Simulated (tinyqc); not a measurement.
Body thickness for a wanted scale length.

Question. A double-gate structure has tan(pi ti/Lambda) tan(pi ts/(2 Lambda)) = ei/eps_r, both angles below pi/2. Find ts.

Values chosen for this exercise; permittivities: semiconductor made up, insulator close to that of zirconium oxide:
- eps_r = 19.7 (relative permittivity of the semiconductor)
- ei = 24.2 (relative permittivity of the insulator)
- ti = 5.6 nm (insulator thickness)

Lambda = 17.250246 nm

Solution. The condition is explicit in ts: an arctangent, taken between 0 and pi/2.

ts = 7.10 nm

Program tinyqc, `OMP_NUM_THREADS=1 python tinyqc.py 2420173 2420174 out.jsonl`; Intel Xeon 2.30GHz, shared host, one thread, about 0.01 s.
